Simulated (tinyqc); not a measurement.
Square lattice in a magnetic field (Harper-Hofstadter model): one step. The Harper matrix.

Landau gauge, lattice period 1: the magnetic cell has q sites j = 0 to q - 1 along x. H_jj = -2 ty cos(ky + 2 pi p j/q), H_(j,j+1) = -tx, and the bond from q - 1 back to 0 is H_(q-1,0) = -tx exp(i q kx). The levels depend on k only through cos(q kx) and cos(q ky), so the band edges lie at (0, 0) and (pi/q, pi/q).

Inputs chosen for the exercise (a lateral superlattice; the results hold for these values, not for the real material):
- p = 4 (flux per plaquette p/q, in units of h/e)
- q = 5
- tx = 1.9 meV (hopping along x)
- ty = 1.9 meV (hopping along y)
- k = (0.43, 0.23) (kx, ky)

Task: Fill it in at the given k.

Give: H(k).

Result:

H(k) (meV), lower triangle (Hermitian):
```
                0        1        2        3        4
0         -3.6999
1         -1.9000  -1.9673
2               0  -1.9000   2.4841
3               0        0  -1.9000   3.5025
4  1.0400-1.5901i        0        0  -1.9000  -0.3194
```

(tinyqc, `OMP_NUM_THREADS=1 python tinyqc.py 1282579 1282580 out.jsonl`, Intel(R) Xeon(R) Processor @ 2.30GHz, 1 thread, shared host, about 0.04 s.)
